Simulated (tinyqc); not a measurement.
Contact resistivity and sheet resistance from two contact lengths.

Inverse problem. Rc = [sqrt(rc Rsh)/Wc] coth(Lc/(2 LT)), LT = sqrt(rc/Rsh), Wc = 60 nm; the second contact is twice as long as the first. Find LT, rc and Rsh.

Rc for Lc = 44 and 88 nm (ohm): [125.499780, 88.3143437]

Solution. With t = tanh(Lc/(2 LT)) for the shorter contact, the resistance of the longer over that of the shorter is (1 + t^2)/2. Then sqrt(rc Rsh) = Rc t Wc, and rc and Rsh follow by multiplying and dividing by LT.

LT = 29.1 nm
rc = 1.40e-9 ohm cm^2
Rsh = 165 ohm

Program tinyqc, `OMP_NUM_THREADS=1 python tinyqc.py 2170042 2170043 out.jsonl`; Intel Xeon 2.30GHz, shared host, one thread, about 0.05 s.
